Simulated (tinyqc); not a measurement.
# Silicon n-p-n transistor, Gummel numbers and transit times: effect of the neutral base width

One-dimensional n-p-n transistor in the forward active mode at low injection. In the base p(x) = NB exp(-eta x/wb) and ni(x)^2 = ni^2 exp((g0 + g1 x/wb)/Vt); electrons leave the base at vsat; band spikes at the emitter junction and recombination inside the emitter are ignored.

f(x) = p(x) ni^2/ni(x)^2; I(x) = integral from x to wb of f/Dn, plus f(wb)/vsat; base Gummel number GB = I(0); electron density per unit flux n/(J/q) = I/f; base transit time tauB = integral of I/f over the base. ni = sqrt(Nc Nv) exp(-Eg/(2 Vt)), Eg in volts; GE = NE exp(-gE/Vt)(we/Dp + 1/Se); JC = J0 exp(VBE/Vt), J0 = q ni^2/GB; gain limited by back injection GE/GB, by base recombination tb/tauB, together 1/beta = the sum of the inverses; collector layer one-sided, Wc = sqrt(2 eps0 eps_r (Vbc + VCB)/(q NC)), Vbc = Vt ln(p(wb) NC/ni^2), Cjc = eps0 eps_r/Wc; Early voltage VA = GB q p(wb)/(f(wb) Cjc [1/Dn - (eta + g1/Vt)/(wb vsat)]), f(wb) = p(wb) exp(-(g0 + g1)/Vt), p(wb) = NB exp(-eta); tauC = Wc/(2 vsat). Peak fT here means 1/(2 pi (tauB + tauC + Rc Cjc)); base sheet resistance 1/(q mp times the integral of p).

Parameters, values chosen for the exercise; band and dielectric values close to those of silicon: temperature T = 300 K; band gap Eg = 1.11 eV; relative permittivity eps_r = 11.6; conduction-band density of states at T Nc = 2.75e19 cm^-3; valence-band density of states at T Nv = 2.64e19 cm^-3; saturation velocity vsat = 9.97e6 cm/s; base doping at the emitter edge NB = 1.2e18 cm^-3; doping falls as exp(-eta x/wb) eta = 0; gap reduction at the emitter edge of the base g0 = 0 eV; further gap reduction across the base (linear) g1 = 0 eV; electron diffusion coefficient in the base Dn = 4 cm^2/s; emitter doping NE = 3.6e19 cm^-3; gap reduction in the emitter (negative: wider gap) gE = 0.051 eV; neutral emitter width we = 71 nm; hole diffusion coefficient in the emitter Dp = 2.4 cm^2/s; recombination velocity at the emitter contact Se = 2e5 cm/s; electron lifetime in the base tb = 1e-7 s; collector doping NC = 6.3e15 cm^-3; collector-base reverse bias VCB = 0.6 V; emitter plus collector resistance Rc = 27 ohm um^2; hole mobility in the base mp = 93 cm^2/(V s).

Constants: q = 1.602176634e-19 C, kB = 1.380649e-23 J/K, Vt = kB T/q, eps0 = 8.8541878128e-14 F/cm where lengths are in cm. Results are converted to the units shown.

The same in every row: tauC (ps) = 2.690.

Result of one run:

| wb (nm) | GB (s/cm^4) | GE/GB | tb/tauB | beta | VA (V) | tauB (ps) | peak fT (GHz) | base sheet resistance (kohm) |
|---|---|---|---|---|---|---|---|---|
| 430 | 1.302e13 | 3.060 | 424.7 | 3.038 | 435.7 | 235.4 | 0.6683 | 1.301 |

What becomes of these results when the neutral base width wb is changed from 430 to 88 nm, all else the same?

Result of the changed run:

| wb (nm) | GB (s/cm^4) | GE/GB | tb/tauB | beta | VA (V) | tauB (ps) | peak fT (GHz) | base sheet resistance (kohm) |
|---|---|---|---|---|---|---|---|---|
| 88 | 2.760e12 | 14.43 | 9467 | 14.41 | 92.38 | 10.56 | 12.00 | 6.355 |

The whole series:

| wb (nm) | GB (s/cm^4) | GE/GB | tb/tauB | beta | VA (V) | tauB (ps) | peak fT (GHz) | base sheet resistance (kohm) |
|---|---|---|---|---|---|---|---|---|
| 40 | 1.320e12 | 30.18 | 4.165e4 | 30.15 | 44.19 | 2.401 | 31.23 | 13.98 |
| 59 | 1.890e12 | 21.08 | 2.023e4 | 21.06 | 63.26 | 4.943 | 20.84 | 9.479 |
| 88 | 2.760e12 | 14.43 | 9467 | 14.41 | 92.38 | 10.56 | 12.00 | 6.355 |
| 130 | 4.020e12 | 9.911 | 4459 | 9.889 | 134.5 | 22.43 | 6.335 | 4.302 |
| 200 | 6.120e12 | 6.510 | 1923 | 6.488 | 204.8 | 52.01 | 2.910 | 2.796 |
| 290 | 8.820e12 | 4.517 | 925.6 | 4.495 | 295.2 | 108.0 | 1.437 | 1.929 |
| 430 | 1.302e13 | 3.060 | 424.7 | 3.038 | 435.7 | 235.4 | 0.6683 | 1.301 |
| 640 | 1.932e13 | 2.062 | 192.9 | 2.040 | 646.6 | 518.4 | 0.3054 | 0.8739 |

As wb goes from 40 to 640, beta falls from 30.2 to 2.04, VA rises from 44.2 to 647 V, the peak fT falls from 31.2 to 0.305 GHz and the base sheet resistance falls from 14.0 to 0.874 kohm. The product beta VA changes by a factor of 0.990. Back injection limits the gain in every row. tauB goes as wb^(1.94), between the 2 of diffusion and the 1 of the exit-velocity term. For wb = 290, 430, 640 beta is under 5, where charge stored in the emitter, left out, would cut fT markedly.

Range of the model: Heavy doping makes emitter or base degenerate; gE and g0 are to be read as apparent gap changes that include this.

Computed by the program tinyqc: `OMP_NUM_THREADS=1 python tinyqc.py 2320018 2320019 out.jsonl`, one thread of a shared Intel Xeon 2.30GHz, about 0.01 s for the whole run.
